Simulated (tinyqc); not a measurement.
## Hall measurement with a parallel conducting layer

Two layers in parallel, unit Hall factors, low field: 1/Rs = q (ns mu + n2 m2); apparent mobility (ns mu^2 + sg n2 m2^2)/(ns mu + n2 m2); apparent density (ns mu + n2 m2)^2/(ns mu^2 + sg n2 m2^2); a negative value means the sign of the second layer.

Parameters, values chosen for the exercise:
- ns = 2.5e13 cm^-2 (sheet density of the layer)
- mu = 290 cm^2/(V s) (drift mobility)
- m2 = 1700 cm^2/(V s) (mobility of the parallel layer)
- sg = 1 (sign of its carriers relative to the first layer)

Constants: q = 1.602176634e-19 C. Results are converted to the units shown.

Hall measurement with a parallel conducting layer:
```
n2 (cm^-2)	Rs (ohm/square)	apparent density (cm^-2)	apparent mobility (cm^2/(V s))	share of the conductance in layer 2 (%)
8e10	845.0	2.338e13	316.0	1.841
3e11	804.3	2.028e13	382.7	6.572
1e12	697.4	1.604e13	557.8	18.99
6e12	357.7	1.566e13	1114	58.45
2e13	151.3	2.841e13	1452	82.42
1e14	35.21	1.079e14	1642	95.91
4e14	9.082	4.078e14	1685	98.95
2e15	1.832	2.008e15	1697	99.79
8e15	0.4587	8.008e15	1699	99.95
```

The apparent mobility rises from 316 to 1700 cm^2/(V s), between mu = 290 and sg m2 = 1700. The apparent density never exceeds ns + n2; among the rows it falls to 0.505 of that sum, at n2 = 6e12.

Program tinyqc, `OMP_NUM_THREADS=1 python tinyqc.py 2850175 2850176 out.jsonl`; Intel Xeon 2.30GHz, shared host, one thread, about 0.02 s.
